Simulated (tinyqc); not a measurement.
Reverse leakage of an n+-p junction: diffusion, generation, trap-assisted and band-to-band tunnelling: leakage components against the SRH lifetime of both carriers at zero field.

One-sided abrupt junction in the depletion approximation, x from the junction (0) to W on the p side, field F = F0 (1 - x/W). Flat quasi-Fermi levels, long p side. Traps generate through SRH with both lifetimes shortened by 1 + Gamma (Hurkx enhancement, form for moderate fields); band-to-band generation is local and needs a total bending above Eg.

ni = sqrt(Nc Nv) exp(-Eg/(2 Vt)), Eg in volts; Vbi = Vt ln(Na Nd/ni^2); W = sqrt(2 eps0 eps_r (Vbi + VR)/(q Na)); F0 = 2 (Vbi + VR)/W; FG = sqrt(24 mt m0 (kB T)^3)/(q hbar); J_diff = q ni^2 sqrt(Dn/tau)(1 - exp(-VR/Vt))/Na. u = (Vbi + VR)(1 - x/W)^2, p = Na exp(-u/Vt), n = Nd exp((u - Vbi - VR)/Vt); G0 = ni^2 (1 - exp(-VR/Vt))/(tau (n + p + 2 ni cosh(Et/Vt))); Gamma = 2 sqrt(3 pi)(F/FG) exp((F/FG)^2); trap-assisted part G0 Gamma; G_bb = Ab F^2.5 exp(-Bb/F) with F in V/cm, zero unless Vbi + VR > Eg. Currents are q times the integrals over 0 to W; J_bb under 1e-8 of J is printed as 0; rows with F0/FG above 2.2, beyond the range of this Gamma, are left out.

Values chosen for this exercise; band and dielectric values close to those of silicon: temperature T = 350 K; band gap Eg = 1.12 eV; relative permittivity eps_r = 11.8; conduction-band density of states at T Nc = 3.5e19 cm^-3; valence-band density of states at T Nv = 3.34e19 cm^-3; acceptor density of the lighter side Na = 1.9e17 cm^-3; donor density of the heavier side Nd = 1e19 cm^-3; trap level above the intrinsic level Et = 0 eV; tunnelling mass mt = 0.25 m0; electron diffusion coefficient on the lighter side Dn = 13 cm^2/s; band-to-band prefactor Ab = 2.4e14 cm^-0.5 V^-2.5 s^-1; band-to-band field constant Bb = 1.95e7 V/cm; reverse bias VR = 2.2 V.

Constants: q = 1.602176634e-19 C, kB = 1.380649e-23 J/K, hbar = 1.054571817e-34 J s, m0 = 9.1093837015e-31 kg, Vt = kB T/q, eps0 = 8.8541878128e-14 F/cm where lengths are in cm. Results are converted to the units shown.

The same in every row: F0 (kV/cm) = 427; F0/FG = 0.918; J_bb (A/cm^2) = 0.

Result of one run:
```
tau (s)  J_diff (A/cm^2)  J_SRH (A/cm^2)  J_TAT (A/cm^2)  J (A/cm^2)              largest part
1e-8             2.65e-9         1.97e-5         1.07e-4     1.26e-4  trap-assisted tunnelling
```

What becomes of these results when the SRH lifetime of both carriers at zero field tau is changed from 1e-8 to 0.0001 s, all else the same?

Result of the changed run:
```
tau (s)  J_diff (A/cm^2)  J_SRH (A/cm^2)  J_TAT (A/cm^2)  J (A/cm^2)              largest part
0.0001          2.65e-11         1.97e-9         1.07e-8     1.27e-8  trap-assisted tunnelling
```

The whole series:
```
tau (s)  J_diff (A/cm^2)  J_SRH (A/cm^2)  J_TAT (A/cm^2)  J (A/cm^2)              largest part
1e-10            2.65e-8         0.00197          0.0107      0.0126  trap-assisted tunnelling
1e-9             8.38e-9         1.97e-4         0.00107     0.00126  trap-assisted tunnelling
1e-8             2.65e-9         1.97e-5         1.07e-4     1.26e-4  trap-assisted tunnelling
1e-7            8.38e-10         1.97e-6         1.07e-5     1.26e-5  trap-assisted tunnelling
1e-6            2.65e-10         1.97e-7         1.07e-6     1.26e-6  trap-assisted tunnelling
1e-5            8.38e-11         1.97e-8         1.07e-7     1.26e-7  trap-assisted tunnelling
0.0001          2.65e-11         1.97e-9         1.07e-8     1.27e-8  trap-assisted tunnelling
```

J falls from 0.0126 to 1.27e-8 A/cm^2. Trap-assisted tunnelling leads at tau = 1e-10 and in all other rows. J_SRH and J_TAT go as 1/tau and J_diff as tau^(-1/2); J_bb does not depend on it.

Computed by the program tinyqc: `OMP_NUM_THREADS=1 python tinyqc.py 2290038 2290039 out.jsonl`, one thread of a shared Intel Xeon 2.30GHz, about 0.01 s for the whole run.
